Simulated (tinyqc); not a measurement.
From one set of inputs to another, one input at a time: competing polymorphs of an oxide film: bulk, surface, grain-boundary, dopant and field terms. Computed by tinyqc, a small Python program. Command: `OMP_NUM_THREADS=1 python tinyqc.py 3001569 3001570 out.jsonl polymorph ladder`. One thread of a shared host (Intel(R) Xeon(R) Processor @ 2.30GHz), about 0.01 s of CPU time with the checks.

Phases: monoclinic m (reference), polar orthorhombic o, tetragonal t. Free energies per formula unit (f.u.); 1 J/m^2 x angstrom^3/nm = 6.241509 meV.

The inputs printed are set A. Inputs not listed in the table keep their values of set A, so the rows need not describe a real material.

Inputs (values chosen for the exercise, for a model oxide):

| quantity | value | unit |
|---|---|---|
| energy of the polar phase o over m | 77.2 | meV/f.u. |
| energy of the tetragonal phase t over m | 116 | meV/f.u. |
| entropy of o over m | 0.012 | meV/(f.u. K) |
| entropy of t over m | 0.062 | meV/(f.u. K) |
| surface energy of m | 2.93 | J/m^2 |
| surface energy of o | 2.48 | J/m^2 |
| surface energy of t | 2.39 | J/m^2 |
| grain-boundary energy over surface energy | 0.62 | - |
| volume per formula unit Omega | 32.7 | angstrom^3 |
| film thickness h | 12 | nm |
| grain radius R | 5.9 | nm |
| temperature T | 900 | K |
| dopant content x | 0.95 | % |
| shift of o per % of dopant | -4.7 | meV/f.u. |
| shift of t per % of dopant | -19 | meV/f.u. |
| width sigma of ln R | 0.48 | - |
| interlayer thickness (SiO2) | 0.82 | nm |

Geometry: columnar grains in a film.

permittivities of m, o, t: 19  28  33

Method:
- Bulk term b = H - T S + (shift) x, zero for m. The undoped bulk turns from m to t at T = H_t/S_t.
- Area per volume: A = 2/h + f_b/R (two free faces; the side wall 2/R is shared by two grains and carries f_b gamma); G = b + gamma Omega A.
- With G = b + gamma Omega A (b the bulk free energy per formula unit, A the area per volume), two phases i, j cross at A_ij = (b_j - b_i)/(Omega (gamma_i - gamma_j)); o has a window only if A_mo < A_ot.
- Grain radii are log-normal by volume with median R and width sigma; the share with A above A* is that with radius below R*, R* = f_b/(A* - 2/h) (all grains if A* <= 2/h), share = (1/2) erfc[-ln(R*/R)/(sqrt 2 sigma)]. Effective permittivity of a layer of thickness h built of such grains, taken in parallel: sum of share x eps; EOT = interlayer + 3.9 h/eps.

Each row keeps all changes above it:

| input moved | from | to | A_mo (1/nm) | G(o) - G(m) (meV/f.u.) | equivalent oxide thickness (nm) |
|---|---|---|---|---|---|
| set A | - | - | 0.6744 | 36.98 | 3.167 |
| shift of o per % of dopant (meV/f.u.) | -4.7 | -4.4 | 0.6775 | 37.26 | 3.167 |
| film thickness h (nm) | 12 | 30 | 0.6775 | 46.45 | 6.929 |
| grain radius R (nm) | 5.9 | 11 | 0.6775 | 50.92 | 6.977 |
| dopant content x (%) | 0.95 | 0.73 | 0.6880 | 51.89 | 6.978 |
| surface energy of t (J/m^2) | 2.39 | 2.32 | 0.6880 | 51.89 | 6.977 |
| energy of the polar phase o over m (meV/f.u.) | 77.2 | 83.5 | 0.7566 | 58.19 | 6.977 |
| entropy of t over m (meV/(f.u. K)) | 0.062 | 0.049 | 0.7566 | 58.19 | 6.978 |

A_mo goes from 0.674 to 0.757, a factor 1.12 in all. The largest single move comes from energy of the polar phase o over m (a factor 1.10). G(o) - G(m) goes from 37.0 to 58.2, a factor 1.57 in all. The largest single move comes from film thickness h (a factor 1.25). Equivalent oxide thickness goes from 3.17 to 6.98, a factor 2.20 in all. The largest single move comes from film thickness h (a factor 2.19). The single moves hold for this order of the switches; the total does not depend on the order.

Caution (all rows): this is an equilibrium ranking; real films often keep the phase that nucleates first on cooling from t.

Extremes, crossings and ranges named in words are read from the listed rows.
